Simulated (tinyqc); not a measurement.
Off-state leakage of single and stacked transistors: subthreshold current against the height of the stack.

n-channel devices of unit width. Subthreshold current I(Vg, Vs, Vd) = I0 (T/300 K)^0.5 exp[(Vg - Vs - VT(T) - gb (Vs - Vb) + dd (Vd - Vs))/(nf Vt)] (1 - exp(-(Vd - Vs)/Vt)), VT(T) = VT - cT (T - 300 K). Gate-edge tunnelling Ig (Vd/1 V) exp(ag (Vd - 1 V)), for a gate at 0 V, and band-to-band leakage Ab u exp(-Bb/u), u = Vd - Vb + 1 V, flow at a drain held at V; both are taken as independent of T. In a stack of off transistors (all gates at 0 V) the same subthreshold current passes through each.

All n gates at 0 V, bottom source at 0 V, top drain at V; node voltages follow from equal currents.

Values chosen for this exercise; values of the order met in bulk silicon logic transistors:

| symbol | value | unit | meaning |
|---|---|---|---|
| T | 358 | K | temperature |
| V | 1.1 | V | supply voltage |
| VT | 0.48 | V | threshold at 300 K, zero drain and body bias |
| cT | 0.6 | mV/K | fall of the threshold with temperature |
| I0 | 0.15 | uA/um | current at threshold at 300 K |
| nf | 1.45 |  | slope factor |
| dd | 0.08 |  | drain-induced lowering per volt |
| gb | 0.1 |  | rise of the threshold per volt of source-body bias |
| Vb | -0.3 | V | body voltage |

Constants: q = 1.602176634e-19 C, kB = 1.380649e-23 J/K, Vt = kB T/q. Results are converted to the units shown.

Result of one run:
columns A: I (nA/um); B: reduction factor; C: drain voltage of the bottom device (mV); D: source voltage of the top device (mV); E: voltage across the top device (V)
```
A            B     C  D      E
0.02853  1.000  1100  0  1.100
```

Which number of transistors in series n gave this result: 1, 2, 4 or 5?

n = 1.

The whole series:
columns A: n; B: I (nA/um); C: reduction factor; D: drain voltage of the bottom device (mV); E: source voltage of the top device (mV); F: voltage across the top device (V)
```
A         B      C      D      E       F
1   0.02853  1.000   1100      0   1.100
2  0.004126  6.915  73.30  73.30   1.027
3  0.002262  12.61  24.16  96.09   1.004
4  0.001566  18.22  14.86  110.0  0.9900
5  0.001200  23.78  10.78  120.1  0.9799
6  9.732e-4  29.31  8.477  128.1  0.9719
```

The second transistor cuts the current by a factor of 6.91, the third by a further 1.82 and the sixth by 1.23. The top device keeps 88.4 % of the supply at n = 6, while the drain voltage of the bottom one falls to 0.275 Vt.

Program tinyqc, `OMP_NUM_THREADS=1 python tinyqc.py 2242131 2242132 out.jsonl`; Intel Xeon 2.30GHz, shared host, one thread, about 0.03 s.
